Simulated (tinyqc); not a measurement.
Geometry relaxation of a small cluster: one step, computed by the program tinyqc.

E = sum_i {sum_j A exp(-p (r_ij/r0 - 1)) - xi sqrt(rho_i)}, rho_i = sum_j exp(-2 q (r_ij/r0 - 1)); the force on i is -sum_j w_ij (R_i - R_j)/r_ij with w_ij = -(2p/r0) A exp(-p (r_ij/r0 - 1)) + (xi q/r0) exp(-2 q (r_ij/r0 - 1)) (rho_i^(-1/2) + rho_j^(-1/2)).

Task: Energy and forces at the start. Evaluate E and the forces at the starting positions.

Inputs (values chosen for the exercise, for model atoms):

| quantity | value | unit |
|---|---|---|
| length r0 | 2.9 | angstrom |
| repulsion A | 0.13 | eV |
| hopping xi | 2.17 | eV |
| decay p | 11.4 | - |
| decay q | 2.37 | - |

Potential: Gupta. Method: BFGS.

starting positions (angstrom):
```
            x      y      z
atom 1  -0.07  -0.11  -0.27
atom 2   2.44   0.02  -0.04
atom 3   1.23   2.67   0.04
atom 4   1.37    0.7   2.19
```

Give: distances; energy at the start; forces.

Result:

distances (angstrom): 1-2 2.524, 1-3 3.085, 1-4 2.963, 2-3 2.914, 2-4 2.565, 3-4 2.919

energy at the start = -13.43 eV

forces (eV/angstrom):
```
             x       y       z
atom 1  -0.322   1.093   0.741
atom 2   1.127   0.681  -0.527
atom 3  -0.002  -2.409   0.616
atom 4  -0.803   0.634  -0.830
```
